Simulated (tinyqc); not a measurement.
Chemically amplified photoresist: aerial image, acid generation, bake, development and line width: one step, computed by the program tinyqc. Command: `OMP_NUM_THREADS=1 python tinyqc.py 3002131 3002132 out.jsonl resist walk`. One thread of a shared host (Intel(R) Xeon(R) Processor @ 2.30GHz), about 0.03 s of CPU time with the checks.

Lines and spaces of pitch p with a two-beam-like image; x = 0 is the middle of the bright space. The resist is positive and treated as uniform in depth.

Problem. Photon statistics at the edge. Dose E(x) = E [1 + c cos(2 pi x/p)]; acid h = 1 - exp(-C E(x)). Bake: the acid image is blurred by a Gaussian of variance sigma^2 = 2 D t (each Fourier term k of h, taken on 64 points, is multiplied by exp(-4 pi^2 k^2 D t/p^2)). The edge lies at x = width/2. Absorbed photons per volume N = E(edge) alpha/(photon energy), 1 mJ/cm^2 = 62.41509 eV/nm^2, alpha in 1/nm; a Gaussian blur averages over a volume V = (2 sqrt(pi) sigma)^3; relative noise 1/sqrt(N V); edge noise sigma_x = (dh/d ln E) noise/|dh/dx|, with both derivatives of the blurred acid at the edge.

Inputs (values chosen for the exercise, for a model resist at 13.5 nm):
```
quantity                      value     unit
pitch p                          43       nm
image contrast c               0.74        -
mean dose E                    2.96  mJ/cm^2
Dill parameter C              0.042  cm^2/mJ
acid diffusivity D             0.17   nm^2/s
bake time t                      90        s
photon energy                 91.84       eV
absorption coefficient alpha    6.8     1/um
```

space width = 25.17907 nm

diffusion length sigma = sqrt(2 D t) = 5.531727 nm

Give: absorbed photons N; photons in the blur volume; edge noise from photons.

Solution.

absorbed photons N = 0.01099 1/nm^3

photons in the blur volume = 82.88

edge noise from photons = 1.231 nm

Caution: lateral development, standing waves and the joint diffusion of acid and quencher are left out, so widths are indicative. Caution: the noise counts photons alone (acid and quencher statistics add to it) and takes the film as thicker than the blur; a thinner film averages in two dimensions only.
